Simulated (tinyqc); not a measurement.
# Core-level spacing from the offsets

Problem. For an overlayer B on a substrate A, dEv = (iB - iA) - (cB - vB) + (cA - vA) in binding energies, and dEc + dEv = EgB - EgA. Find dEv and the spacing iB - iA that a thin film must show.

Values chosen for this exercise:
- EgA = 1.43 eV (gap of the substrate A)
- EgB = 5.97 eV (gap of the overlayer B)

dEc = 1.4156314 eV
cA - vA = 96.194369 eV
cB - vB = 16.1 eV

Answer. The gaps give dEv, and the Kraut relation is solved for the spacing.

dEv = 3.1244 eV
iB - iA = -76.970 eV

Computed by the program tinyqc: `OMP_NUM_THREADS=1 python tinyqc.py 2410101 2410102 out.jsonl`, one thread of a shared Intel Xeon 2.30GHz, about 0.01 s for the whole run.
